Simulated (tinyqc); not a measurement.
Growth over eight decades: Cabrera-Mott growth of a thin oxide under its own electric field. Computed by tinyqc, a small Python program. Command: `OMP_NUM_THREADS=1 python tinyqc.py 3031575 3031576 out.jsonl cabrera walk`. One thread of a shared host (Intel(R) Xeon(R) Processor @ 2.30GHz), about 0.02 s of CPU time with the checks.

Electrons cross the film freely and set a fixed potential V across it; the field V/x lowers the barrier for ions entering the oxide.

Inputs (values chosen for the exercise, for a model metal):
```
quantity                     value        unit
barrier W                      1.8          eV
Mott potential V               0.9           V
ion charge number z              1           -
half jump distance b           1.3    angstrom
prefactor u0 = N Omega nu  9.8e+12  angstrom/s
temperature T                  450           K
starting thickness x0          3.3    angstrom
```

Backward hops: ignored.

Constants: k_B = 8.617333262e-05 eV/K.

Method:
- u = u0 exp(-W/(k_B T)), X1 = z b V/(k_B T) with V in volts and k_B T in eV; dx/dt = u exp(X1/x).
- t(x) = int_(x0)^x dx / (dx/dt) by Gauss-Legendre quadrature (80 points on each side of (x0 + 2 x)/3), solved for x.
- Closed form for thin films (leading term of the integral): x solves (x^2/(u X1)) exp(-X1/x) = t.

u = 6.79381e-08 angstrom/s

X1 = 30.1717 angstrom

Thickness:
```
t (s)     x (angstrom)  1/x (1/angstrom)  closed form (angstrom)
1.00e+00         3.301           0.30297                   2.073
1.00e+01         3.306           0.30245                   2.404
1.00e+02         3.359           0.29775                   2.850
1.00e+03         3.677           0.27196                   3.475
1.00e+04         4.550           0.21978                   4.403
1.00e+05         6.149           0.16262                   5.883
1.00e+06         9.155           0.10923                   8.480
1.00e+07        15.880           0.06297                  13.661
1.00e+08        35.942           0.02782                  25.732
```

Per decade of time the film gains 0.0057 angstrom at first and 20 at the end. The inverse-logarithmic law predicts -X1 d(1/x)/d ln t near 1; the rows give 0.01 at first and 0.46 at the end. The closed form misses by at most a factor 1.6, as it needs x well below X1 and above x0. In the last rows x grows as t^0.35, approaching the linear law x = u t, an artefact of dropping backward hops.
